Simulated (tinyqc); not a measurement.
## Gap voltage and exponent from three temperatures

Problem. At constant current VBE(T) = Vg0 - a T - eta (kB T/q) ln T, where a is a constant. Find Vg0, eta and dVBE/dT at the middle temperature.

Constants: q = 1.602176634e-19 C, kB = 1.380649e-23 J/K. Results are converted to the units shown.

T (K): 253  300  390
VBE at a constant current (V): 0.7981793274  0.7174516927  0.5565626978

Solution. The relation is linear in Vg0, a and eta, so three points give a linear system; the slope is (VBE - Vg0 - eta kB T/q)/T. eta rests on the curvature of VBE(T) alone, so real fits need accuracy of some tens of microvolts or better.

Vg0 = 1.145 V
eta = 3.700
dVBE/dT = -1.744 mV/K

Numbers from tinyqc (`OMP_NUM_THREADS=1 python tinyqc.py 2062042 2062043 out.jsonl`; about 0.03 s on one thread of a shared Intel Xeon 2.30GHz).
